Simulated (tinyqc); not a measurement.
Lorentz oscillators and the Kramers-Kronig relations: one step. eps1 at one grid point. Five cases, with inputs chosen for the exercise.

Problem. List the terms E_j eps2_j/(E_j^2 - E_i^2) for j - i odd, add them and form eps1.

Kramers-Kronig: eps1(E) = 1 + (2/pi) P integral_0^infinity E1 eps2(E1)/(E1^2 - E^2) dE1. Maclaurin rule on the grid E_j = j h, j = 1 .. M: eps1(E_i) = 1 + (4 h/pi) sum over j with j - i odd of E_j eps2(E_j)/(E_j^2 - E_i^2); nothing is added above E_M.

Give: terms in order of j; sum; eps1(E_i).

Case 1.

Values chosen (out of a larger set: line positions loosely like those of Si; Lorentz tails absorb below the gap, where the real solid is clear; not measured data): h = 0.4 eV (grid step); M = 30 (grid points E_j = j h); i = 10 (grid index at which eps1 is wanted).

eps2(E_j), j = 1 .. M: 0.097649  0.205845  0.338506  0.518786  0.793840  1.285173  2.451379  8.338046  23.146361  14.191543  60.529310  21.334651  16.370653  7.471608  3.592358  2.036475  1.296560  0.892610  0.649214  0.491651  0.384002  0.307313  0.250830  0.208084  0.174998  0.148899  0.127974  0.110960  0.096956  0.085304

Solution.

terms in order of j (1/eV): -0.0025  -0.0279  -0.1323  -0.8412  -27.4102  79.2646  7.7108  1.0777  0.2916  0.1182  0.0591  0.0336  0.0208  0.0137  0.0095

sum = 60.186 1/eV
eps1(E_i) = 31.652

The oscillator formula gives 21.713 at E_i = 4 eV. The rule samples every 2h = 0.8 eV against a narrowest width of 0.25 eV and stops at 12 eV; coarse sampling and the missing tail make the difference.

Case 2.

Values chosen: h = 0.5 eV (grid step); M = 40 (grid points E_j = j h); i = 12 (grid index at which eps1 is wanted).

eps2(E_j), j = 1 .. M: 0.238267  0.553284  1.090095  2.259597  5.584828  14.361807  10.103565  3.738105  1.716273  0.947594  0.588837  0.395969  0.281573  0.208709  0.159732  0.125402  0.100517  0.081973  0.067835  0.056843  0.048154  0.041184  0.035522  0.030870  0.027009  0.023776  0.021047  0.018725  0.016737  0.015024  0.013540  0.012247  0.011115  0.010120  0.009241  0.008462  0.007769  0.007150  0.006596  0.006098

Solution.

terms in order of j (1/eV): -0.0033  -0.0484  -0.4693  -1.4889  -0.4904  -0.5632  0.2928  0.0592  0.0236  0.0119  0.0068  0.0042  0.0028  0.0019  0.0014  0.0010  0.0008  0.0006  0.0005  0.0004

sum = -2.656 1/eV
eps1(E_i) = -0.691

The oscillator formula gives -0.761 at E_i = 6 eV. The rule samples every 2h = 1 eV against a narrowest width of 0.97 eV and stops at 20 eV; coarse sampling and the missing tail make the difference.

Case 3.

Values chosen (out of a larger set: line positions loosely like those of Ge; Lorentz tails absorb below the gap, where the real solid is clear; not measured data): h = 0.25 eV (grid step); M = 36 (grid points E_j = j h); i = 7 (grid index at which eps1 is wanted).

eps2(E_j), j = 1 .. M: 0.188499  0.395238  0.644132  0.974519  1.464736  2.304510  4.079033  9.126587  19.574580  12.347862  10.746859  15.230348  18.931371  14.645125  11.479790  13.599470  24.522355  35.337895  19.351747  9.118011  5.043933  3.178772  2.187377  1.598921  1.220526  0.962308  0.777919  0.641478  0.537590  0.456616  0.392259  0.340258  0.297643  0.262291  0.232647  0.207555

Solution.

terms in order of j (1/eV): -0.0703  -0.4725  -4.2545  19.4701  9.6846  7.6953  5.5791  4.2047  9.2521  2.0782  0.6431  0.2913  0.1596  0.0977  0.0644  0.0447  0.0322  0.0240

sum = 54.524 1/eV
eps1(E_i) = 18.355

The oscillator formula gives 19.045 at E_i = 1.75 eV. The rule samples every 2h = 0.5 eV against a narrowest width of 0.45 eV and stops at 9 eV; coarse sampling and the missing tail make the difference.

Case 4.

Values chosen: h = 0.2 eV (grid step); M = 36 (grid points E_j = j h); i = 17 (grid index at which eps1 is wanted).

eps2(E_j), j = 1 .. M: 0.028728  0.058193  0.089195  0.122659  0.159734  0.201936  0.251372  0.311144  0.386087  0.484260  0.620215  0.823017  1.159052  1.811439  3.454694  10.162310  47.447542  11.831602  4.393184  3.027781  2.900857  3.330484  4.241078  5.715366  7.751446  9.741842  10.234282  8.711415  6.492167  4.641894  3.344733  2.470879  1.877097  1.463687  1.167767  0.950221

Solution.

terms in order of j (1/eV): -0.0020  -0.0090  -0.0239  -0.0553  -0.1281  -0.3406  -1.3634  -24.6359  30.4241  2.7277  1.8787  2.3897  3.2725  2.4638  1.1396  0.5379  0.2870  0.1699

sum = 18.733 1/eV
eps1(E_i) = 5.770

The oscillator formula gives 8.971 at E_i = 3.4 eV. The rule samples every 2h = 0.4 eV against a narrowest width of 0.21 eV and stops at 7.2 eV; coarse sampling and the missing tail make the difference.

Case 5.

Values chosen: h = 0.25 eV (grid step); M = 36 (grid points E_j = j h); i = 16 (grid index at which eps1 is wanted).

eps2(E_j), j = 1 .. M: 0.214755  0.456110  0.760340  1.190758  1.881987  3.182753  6.229645  15.067848  22.545558  13.348203  13.845823  20.680412  19.561233  10.862719  5.849956  3.486360  2.274712  1.587620  1.164636  0.887136  0.695831  0.558666  0.457148  0.380029  0.320155  0.272803  0.234757  0.203766  0.178217  0.156930  0.139026  0.123840  0.110860  0.099691  0.090017  0.081592

Solution.

terms in order of j (1/eV): -0.0034  -0.0369  -0.1629  -0.8427  -4.6379  -4.5127  -11.6918  -11.3225  4.6873  0.8430  0.3159  0.1541  0.0868  0.0536  0.0353  0.0245  0.0176  0.0130

sum = -26.980 1/eV
eps1(E_i) = -7.588

The oscillator formula gives -7.372 at E_i = 4 eV. The rule samples every 2h = 0.5 eV against a narrowest width of 0.49 eV and stops at 9 eV; coarse sampling and the missing tail make the difference.

Computed by tinyqc, one run a case: `OMP_NUM_THREADS=1 python tinyqc.py N N+1 out.jsonl` with N = 1650021, 1650068, 1650708, 1650866, 1650910; one thread of a shared Intel(R) Xeon(R) Processor @ 2.30GHz, about 0.2 s a run at most.
